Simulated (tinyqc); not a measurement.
# Double-gate transistor below threshold, two-dimensional Poisson equation on a small mesh: effects of single changes

Half of a symmetric double-gate structure: row 0 is the mid-plane of the body, where the normal field vanishes. Mobile charge is neglected (subthreshold), the body is fully depleted, and potentials are counted from the intrinsic level; rows run upward to the gate, columns from source to drain.

Parameters, values chosen for the exercise; semiconductor permittivity close to that of silicon:
```
symbol   value   unit                                     meaning
T          300      K                                 temperature
eps_r     11.5         relative permittivity of the semiconductor
eox         25             relative permittivity of the insulator
tb           8     nm                     half the body thickness
tox        4.1     nm                         insulator thickness
L           41     nm                              channel length
Na      4.5e17  cm^-3       acceptor density of the depleted body
Vbi       0.54      V                     potential of the source
Vfb      -0.09      V                                 gate offset
Vg        -0.1      V                                gate voltage
Vd         0.5      V                               drain voltage
```

Constants: q = 1.602176634e-19 C, kB = 1.380649e-23 J/K, Vt = kB T/q, eps0 = 8.8541878128e-14 F/cm where lengths are in cm. Results are converted to the units shown.

Each table varies one quantity; the others keep the values above.

## Effect of the relative permittivity of the insulator

Mesh: rows i = 0..12 in the semiconductor (step hs = tb/12, row 12 on the interface), then 8 step(s) ho = tox/8 up to the gate row 20; columns j = 0..80 (step hy = L/80). Box integration, divided by eps0: up_i = eps hy/h of the interval above row i, dn_i = that of the interval below (0 for row 0), lat_i = (sum of eps h/2 over the intervals above and below)/hy, s_i = -q Na w_i hy/eps0 with w_i the semiconductor height of the box (hs/2 for row 0 and the interface row, hs between, 0 in the insulator). Each free node obeys (up + dn + 2 lat) psi = up psi(above) + dn psi(below) + lat [psi(left) + psi(right)] + s. Fixed values: gate row Vg - Vfb; column 0 at Vbi and the last column at Vbi + Vd in the semiconductor, each running linearly to Vg - Vfb across the insulator. The system is solved directly. On row 0 the minimum of psi and its place come from a parabola through the three lowest nodes; barrier = Vbi - minimum, swing = Vt ln 10/(d psi/dVg), DIBL = (d psi/dVd)/(d psi/dVg) there. Lambda = pi/k with k the smallest positive root of tan(k tox) tan(k tb) = eox/eps_r.

Effect of the relative permittivity of the insulator:

| eox | L/Lambda | barrier (V) | place y/L | swing (mV/decade) | DIBL (mV/V) |
|---|---|---|---|---|---|
| 3.9 | 1.175 | 0.3567 | 0.4166 | 92.06 | 187.6 |
| 5.9 | 1.371 | 0.4051 | 0.4282 | 81.73 | 129.1 |
| 8.8 | 1.566 | 0.4418 | 0.4367 | 75.32 | 92.08 |
| 13 | 1.751 | 0.4684 | 0.4430 | 71.24 | 68.31 |
| 20 | 1.940 | 0.4890 | 0.4481 | 68.35 | 51.43 |
| 30 | 2.093 | 0.5019 | 0.4516 | 66.63 | 41.34 |

What does the table show?

As eox goes from 3.9 to 30, the barrier rises from 0.357 to 0.502 V, the swing falls from 92.1 to 66.6 mV a decade and DIBL falls from 188 to 41.3 mV/V; the ideal swing is 59.5. L/Lambda goes from 1.2 to 2.1.

## Effect of the insulator thickness

Same model as above.

Results:

| tox (nm) | L/Lambda | barrier (V) | place y/L | swing (mV/decade) | DIBL (mV/V) |
|---|---|---|---|---|---|
| 1.6 | 2.342 | 0.5257 | 0.4571 | 63.91 | 25.58 |
| 3.1 | 2.151 | 0.5100 | 0.4532 | 65.74 | 36.26 |
| 4.3 | 2.003 | 0.4938 | 0.4495 | 67.66 | 47.35 |
| 5.9 | 1.815 | 0.4678 | 0.4438 | 70.87 | 65.85 |
| 8.2 | 1.571 | 0.4246 | 0.4344 | 76.78 | 99.51 |

Estimate the missing row, tox = 2.3 nm.

Computed row:

| tox (nm) | L/Lambda | barrier (V) | place y/L | swing (mV/decade) | DIBL (mV/V) |
|---|---|---|---|---|---|
| 2.3 | 2.252 | 0.5190 | 0.4554 | 64.69 | 30.15 |

With this row back in the table: As tox goes from 1.6 to 8.2 nm, the barrier falls from 0.526 to 0.425 V, the swing rises from 63.9 to 76.8 mV a decade and DIBL rises from 25.6 to 99.5 mV/V; the ideal swing is 59.5. L/Lambda goes from 2.3 to 1.6.

## Effect of half the body thickness

Same model as above.

Effect of half the body thickness:

| tb (nm) | L/Lambda | barrier (V) | place y/L | swing (mV/decade) | DIBL (mV/V) |
|---|---|---|---|---|---|
| 3.2 | 3.465 | 0.5497 | 0.4705 | 60.20 | 3.904 |
| 4.2 | 3.065 | 0.5457 | 0.4667 | 60.87 | 7.809 |
| 5.6 | 2.599 | 0.5338 | 0.4609 | 62.48 | 17.14 |
| 7.4 | 2.148 | 0.5078 | 0.4529 | 65.84 | 36.78 |
| 9.7 | 1.745 | 0.4610 | 0.4422 | 72.44 | 75.17 |
| 13 | 1.368 | 0.3814 | 0.4256 | 86.77 | 157.1 |

What does the comparison show?

As tb goes from 3.2 to 13 nm, the barrier falls from 0.550 to 0.381 V, the swing rises from 60.2 to 86.8 mV a decade and DIBL rises from 3.90 to 157 mV/V; the ideal swing is 59.5. L/Lambda goes from 3.5 to 1.4.

tinyqc, about 0.1 s, one thread, Intel Xeon 2.30GHz (shared host): `OMP_NUM_THREADS=1 python tinyqc.py 2480103 2480104 out.jsonl`
